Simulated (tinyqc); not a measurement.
## Thermophotovoltaic cell, detailed-balance limit: effect of the reflectance for photons below the gap

Every photon above the gap Eg makes one pair and none below is absorbed; carriers thermalise at T and move without loss. Jsc = q F Phi(Eg, Ts); the dark current is J0 = q ge Phi(Eg, T)/ERE with the Boltzmann factor exp(V/Vt). Photons below the gap return to the emitter with reflectance Rf, and the efficiency is the electrical power over the radiant power not returned (luminescence back to the emitter is not credited).

Photon flux above E from a black body at temperature T into a hemisphere: Phi(E, T) = A sum_k exp(-k E/th)[E^2 th/k + 2 E th^2/k^2 + 2 th^3/k^3], k = 1, 2, ..., with th = kB T/q in eV and A = 2 pi q^3/(h^3 c^2). J(V) = Jsc - J0 (exp(V/Vt) - 1); Voc = Vt ln(1 + Jsc/J0); at maximum power v = Vmp/Vt solves (1 + v) exp(v) = 1 + Jsc/J0. Pin = F sigma Ts^4, sigma = 2 pi^5 kB^4/(15 h^3 c^2). Power above the gap: Pg = F A q sum_k exp(-k Eg/th)[Eg^3 a + 3 Eg^2 a^2 + 6 Eg a^3 + 6 a^4], a = th/k at Ts; power not returned Pab = Pin - Rf (Pin - Pg). FF = Vmp Jmp/(Voc Jsc).

Inputs (values chosen for the exercise):
```
symbol  value  unit                                        meaning
T         298     K                               cell temperature
Ts       1200     K                            emitter temperature
F        0.92        share of the hemisphere filled by the emitter
ERE       0.1                        external radiative efficiency
ge          1                            number of faces that emit
Eg       0.79    eV                                       band gap
```

Constants: q = 1.602176634e-19 C, kB = 1.380649e-23 J/K, h = 6.62607015e-34 J s, c = 299792458 m/s, Vt = kB T/q. Results are converted to the units shown.

The same in every row: Jsc (mA/cm^2) = 586.2; Voc (V) = 0.5733; Eg/q - Voc (V) = 0.2167; FF = 0.8225.

Results:

| Rf | efficiency (%) |
|---|---|
| 0 | 2.556 |
| 0.5 | 4.869 |
| 0.8 | 10.65 |
| 0.9 | 17.64 |
| 0.95 | 26.25 |
| 0.99 | 43.06 |
| 1 | 51.27 |

Estimate the missing row, Rf = 0.98.

Computed row:

| Rf | efficiency (%) |
|---|---|
| 0.98 | 37.12 |

With this row back in the table: As Rf goes from 0 to 1, Jsc stays at 586 mA/cm^2, Voc stays at 0.573 V and the efficiency rises from 2.56 to 51.3 %. Current and voltage do not depend on Rf; only the power charged to the cell does.

Program tinyqc, `OMP_NUM_THREADS=1 python tinyqc.py 2820117 2820118 out.jsonl`; Intel Xeon 2.30GHz, shared host, one thread, about 0.01 s.
